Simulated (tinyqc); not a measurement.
# Random telegraph noise from one oxide trap in a small MOSFET: two studies

An acceptor-like trap exchanges electrons with the channel. Inversion charge Q = Cox u, u = n Vt W0(exp((Vg - VT)/(n Vt))), W0 the Lambert function, n = nf, Cox = eps0 eox/tox; linear regime Id = (W/L) mu Q Vd. Relative to threshold the surface potential rises by Vt ln(u/u0) and the oxide voltage by the rest of Vg - VT, with u0 = n Vt W0(1).

Parameters, values chosen for the exercise; values of the order met in silicon transistors: temperature T = 200 K; relative permittivity of the gate insulator (close to silicon dioxide) eox = 3.9; insulator thickness tox = 2 nm; depth of the trap from the channel interface xt = 0.41 nm; trap level above the channel Fermi level at threshold E0 = 0.14 eV; capture prefactor s0 = 2e-17 cm^2; capture barrier (lattice relaxation) EB = 0.38 eV; tunnelling decay length lt = 0.17 nm; thermal velocity vth = 2.2e7 cm/s; thickness of the inversion layer zi = 2.4 nm; threshold voltage VT = 0.49 V; body factor nf = 1.19; gate width W = 96 nm; gate length L = 66 nm; mobility mu = 190 cm^2/(V s); scattering coefficient of the charged trap asc = 1.9e-16 V s; drain voltage Vd = 0.02 V; gate voltage Vg = 0.87 V.

Constants: q = 1.602176634e-19 C, kB = 1.380649e-23 J/K, Vt = kB T/q, eps0 = 8.8541878128e-14 F/cm where lengths are in cm. Results are converted to the units shown.

Each table varies one quantity; the others keep the values above.

## Time constants and noise against gate voltage

N = Cox u/q; dpsi = Vt ln(u/u0); E = E0 - dpsi - (xt/tox)(Vg - VT - dpsi); capture time tc = 1/[(N/zi) vth s0 exp(-xt/lt - EB/Vt)]; emission time te = tc exp(-E/Vt); occupancy te/(tc + te). A = W L; threshold step dV = q (1 - xt/tox)/(Cox A); gm/Id = 1/(u + n Vt); relative step dI/I = (gm/Id) dV + asc mu/A. fc = (1/tc + 1/te)/(2 pi); rms = (dI/I) sqrt(tc te)/(tc + te).

Time constants and noise against gate voltage:
```
Vg (V),E (eV),tc (s),te (s),occupancy,dI/I (%),fc (Hz),rms dI/I (%)
0.7,0.06045,12.72,0.3814,0.02911,0.6780,0.4298,0.1140
0.76,0.04429,9.604,0.7351,0.07110,0.5386,0.2331,0.1384
0.82,0.02893,7.680,1.433,0.1573,0.4488,0.1318,0.1634
0.88,0.01410,6.383,2.817,0.3062,0.3865,0.08142,0.1781
0.94,-3.620e-4,5.453,5.569,0.5053,0.3409,0.05777,0.1704
1,-0.01454,4.755,11.05,0.6992,0.3061,0.04787,0.1404
1.06,-0.02850,4.213,22.01,0.8394,0.2788,0.04501,0.1024
1.12,-0.04228,3.780,43.95,0.9208,0.2568,0.04573,0.06935
1.18,-0.05593,3.426,87.94,0.9625,0.2387,0.04826,0.04536
```

tc falls from 12.7 to 3.43 s as the channel fills and te rises from 0.381 to 87.9 s; they are equal at Vg = 0.938 V, where E = 0. The rms noise goes from 0.114 through a maximum of 0.178 (at Vg = 0.88 V among the rows listed) to 0.0454 %. The slope -Vt d ln(tc/te)/dVg is 0.269 between the first two rows and 0.227 between the last two; it tends to xt/tox = 0.205 only when the surface potential stops moving.

## Effect of the gate length

Same model as above.

The same in every row: E (eV) = 0.016539; tc (s) = 6.5689; te (s) = 2.5162; occupancy = 0.27695; fc (Hz) = 0.087482.

Result of one run:
```
L (nm),dI/I (%),rms dI/I (%)
180,0.14502,0.064895
```

What becomes of these results when the gate length L is changed from 180 to 500 nm, all else the same?

Result of the changed run:
```
L (nm),dI/I (%),rms dI/I (%)
500,0.052206,0.023362
```

The whole series:
```
L (nm),dI/I (%),rms dI/I (%)
15,1.7402,0.77873
25,1.0441,0.46724
41,0.63666,0.28490
67,0.38960,0.17434
110,0.23730,0.10619
180,0.14502,0.064895
300,0.087011,0.038937
500,0.052206,0.023362
```

As L goes from 15 to 500, tc stays at 6.57 s, te stays at 2.52 s and dI/I falls from 1.74 to 0.0522 %. The step goes as 1/(W L), while the times do not depend on the size.

Range of the model: VT is taken as given; short-channel effects and the uneven flow of current among few electrons are left out.

tinyqc, about 0.01 s, one thread, Intel Xeon 2.30GHz (shared host): `OMP_NUM_THREADS=1 python tinyqc.py 2710028 2710029 out.jsonl`
